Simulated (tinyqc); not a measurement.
Flow curve at three pumping speeds: Berg model of reactive sputtering of a nitride or oxide: poisoning, hysteresis and pumping speed. Computed by tinyqc, a small Python program. Command: `OMP_NUM_THREADS=1 python tinyqc.py 3000853 3000854 out.jsonl berg walk`. One thread of a shared host (Intel(R) Xeon(R) Processor @ 2.30GHz), about 0.05 s of CPU time with the checks.

A diatomic gas reacts with bare metal on the target and on the collecting surfaces; ions remove metal and compound from the target. theta_t and theta_c are the compound fractions.

Inputs (values chosen for the exercise, close to those used for titanium dioxide):
```
quantity                         value     unit
ion current density J               17  mA/cm^2
target area A_t                    300     cm^2
collecting area A_c               2100     cm^2
metal yield Y_m                    0.5        -
compound yield Y_c               0.025        -
sticking coefficient alpha        0.42        -
reactive atoms per metal atom z      2        -
gas mass M                          32        u
pumping speed S                     63      l/s
gas temperature T                  300        K
```

Constants: e = 1.602176634e-19 C; u = 1.6605390666e-27 kg; k_B = 1.380649e-23 J/K.

Method. Ion flux j = J/e; gas flux F = P/sqrt(2 pi M k_B T). Target: (2/z) alpha F (1 - theta_t) = j Y_c theta_t. Sputtered flows F_c = j Y_c theta_t A_t, F_m = j Y_m (1 - theta_t) A_t. Collector: (2/z) alpha F (1 - theta_c) A_c + F_c (1 - theta_c) = F_m theta_c. Gas use Q = alpha F [(1 - theta_t) A_t + (1 - theta_c) A_c] + P S/(k_B T); 1 sccm = 4.4780e17 molecules/s. Rate R = F_m + F_c, given relative to j Y_m A_t. P is a single-valued function of the flow Q only if dQ/dP > 0 everywhere: S must exceed k_B T times the steepest fall of the surface terms with P.

pressure of the steepest fall = 0.00764103 Pa

critical pumping speed = 659.007 l/s

Pressure as the free variable:
```
P (Pa)   theta_t  theta_c  relative rate  Q at S_c/4 (sccm)  Q at S_c (sccm)  Q at 2 S_c (sccm)
0.00038  0.13926  0.06880        0.86770             2.1555            2.257              2.392
0.00076  0.24448  0.14243        0.76775             3.9540            4.157              4.427
0.00150  0.38975  0.28481        0.62974             6.5079            6.908              7.441
0.00270  0.53479  0.47981        0.49194             8.6293            9.349             10.308
0.00460  0.66200  0.68010        0.37110             9.3790           10.605             12.239
0.00760  0.76392  0.83219        0.27427             8.7876           10.813             13.513
0.01200  0.83631  0.91790        0.20550             7.7702           10.968             15.232
0.01900  0.88999  0.96316        0.15451             6.9771           12.040             18.791
0.03100  0.92957  0.98513        0.11691             6.8469           15.108             26.122
0.06100  0.96292  0.99596        0.08522             8.4351           24.690             46.364
```

What does the comparison show, and why?

At S_c/4 the flow falls with pressure in 4 of the intervals: as the target poisons, less metal arrives to getter the gas. At 2 S_c it rises throughout. Coverages and rate depend on P alone, not on S. The collector converts before the target (theta_c = 0.68 at theta_t = 0.66), since the metal is spread over a larger area and no ions clean it. The rate tends to Y_c/Y_m = 0.050.
